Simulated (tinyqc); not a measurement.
Bias dependence of the times: oxide trap near a transistor channel: two-state multiphonon kinetics, telegraph noise and bias instability. Computed by tinyqc, a small Python program. Command: `OMP_NUM_THREADS=1 python tinyqc.py 3010793 3010794 out.jsonl oxidetrap walk`. One thread of a shared host (Intel(R) Xeon(R) Processor @ 2.30GHz), about 0.01 s of CPU time with the checks.

An n-channel device under positive gate bias. The trap is empty (state 1) or holds an electron (state 2); both states are parabolas of equal curvature, and the electron reservoir is taken at the Fermi level of the channel.

Inputs (values chosen for the exercise, with an insulator like HfO2 on silicon): insulator constant eps_ox = 21; trap depth x from the interface = 0.35 nm; tunnel barrier phi_b = 1.56 eV; tunnelling mass m_ox = 0.19 m_0; trap level above E_F at zero field E_t = 0.04 eV; relaxation energy E_R = 2.3 eV; oxide field F = 2.9 MV/cm; attempt rate k_0 at the interface = 2e+12 1/s; temperature T = 450 K.

Parts treated: one trap and an ensemble.

Constants: hbar^2/(2 m_0) = 3.80998212 eV angstrom^2; k_B = 8.617333262e-05 eV/K.

Method. kappa = sqrt(2 m_ox phi_b)/hbar = sqrt(m_ox phi_b/(hbar^2/2m_0)); attenuation length lambda = 1/(2 kappa); factor exp(-x/lambda) for a rectangular barrier. E_21 = E_t - e F x is the energy of state 2 over state 1; barriers E_c = (E_R + E_21)^2/(4 E_R), E_e = E_c - E_21; tau_c = exp(E_c/k_B T)/(k_0 P), tau_e = exp(E_e/k_B T)/(k_0 P), P the tunnelling factor; occupation f_2 = tau_e/(tau_c + tau_e); 1/tau_0 = 1/tau_c + 1/tau_e.

tunnelling factor = 0.141929

Against field:
```
F (MV/cm)  E_21 (eV)   tau_c (s)   tau_e (s)      f_2
0.00         0.04000  1.6314e-05  5.8153e-06  0.26279
0.87         0.00955  1.0970e-05  8.5753e-06  0.43874
1.74        -0.02090  7.4150e-06  1.2711e-05  0.63157
2.32        -0.04120  5.7276e-06  1.6573e-05  0.74316
2.90        -0.06150  4.4344e-06  2.1657e-05  0.83005
3.48        -0.08180  3.4411e-06  2.8368e-05  0.89182
4.35        -0.11225  2.3626e-06  4.2710e-05  0.94758
```

What follows from these numbers?

ln(tau_c/tau_e) falls by e x/k_B T = 0.903 per MV/cm, which measures the depth x if the change of surface potential with bias is left aside. Over these rows tau_c shortens by 0.84 decades and tau_e lengthens by 0.87; the two share the shift almost equally, as the first and last E_21 average to little against E_R. The times cross at F = E_t/(e x) = 1.14 MV/cm. Caution: a field 1.5 times as high comes near the usual breakdown field of such an insulator.

Extremes, crossings and ranges named in words are read from the listed rows.
